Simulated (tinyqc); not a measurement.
Gated two-dimensional channel with two bands, quantum capacitance: two steps of the calculation.

phi is the Fermi level above the lowest band edge, in volts; Vg is counted from the gate voltage at which an empty channel would have phi = 0. The channel has no thickness; trap charge is -q Dit phi.

Inputs (values chosen for the exercise); lowest band close to that of a thin germanium body: temperature T = 150 K; in-plane mass md = 0.0793 m0; valley degeneracy gv = 1; in-plane mass of a second band, chosen freely m2 = 0.12 m0; valley degeneracy of that band, chosen freely g2 = 1; second band edge above the first E2 = 0.3 eV; density of traps Dit = 0 cm^-2 eV^-1; gate voltage Vg = 0.2 V.

Constants: q = 1.602176634e-19 C, kB = 1.380649e-23 J/K, hbar = 1.054571817e-34 J s, m0 = 9.1093837015e-31 kg, Vt = kB T/q. Results are converted to the units shown.

Problem 1. New phi. D1 = gv md m0 q/(pi hbar^2), D2 = g2 m2 m0 q/(pi hbar^2) per eV; n1 = D1 Vt ln(1 + exp(phi/Vt)), n2 = D2 Vt ln(1 + exp((phi - E2)/Vt)), n = n1 + n2; Cq = q dn/dphi = q [D1/(1 + exp(-phi/Vt)) + D2/(1 + exp((E2 - phi)/Vt))]. Newton: f = phi + q (n + Dit phi)/Cox - Vg, phi(new) = phi - f/(1 + (Cq + q Dit)/Cox).

phi at the start = 0.01 V
Cox = 1.9184074 uF/cm^2

Give: n1; n2; Cq; f; phi after iteration 1.

Solution 1.

n1 = 4.9369e11 cm^-2
n2 = 116.94 cm^-2
Cq = 3.6319 uF/cm^2
f = -0.14877 V
phi after iteration 1 = 0.061421 V

Problem 2. Charge and capacitances at the solution. 1/C_G = 1/Cox + 1/(Cq + q Dit); dphi/dVg = Cox/(Cox + Cq + q Dit).

converged phi = 0.052942154 V
Cox = 1.9184074 uF/cm^2

Wanted: n; Cq; C_G; dphi/dVg.

Solution 2.

n = 1.7608e12 cm^-2
Cq = 5.2205 uF/cm^2
C_G = 1.4029 uF/cm^2
dphi/dVg = 0.26873

Cq is 2.72 times Cox, so C_G is 73.1 % of Cox; 26.5 % of the gate voltage has gone into phi.

Numbers from tinyqc (`OMP_NUM_THREADS=1 python tinyqc.py 2200031 2200032 out.jsonl`; about 0.01 s on one thread of a shared Intel Xeon 2.30GHz).
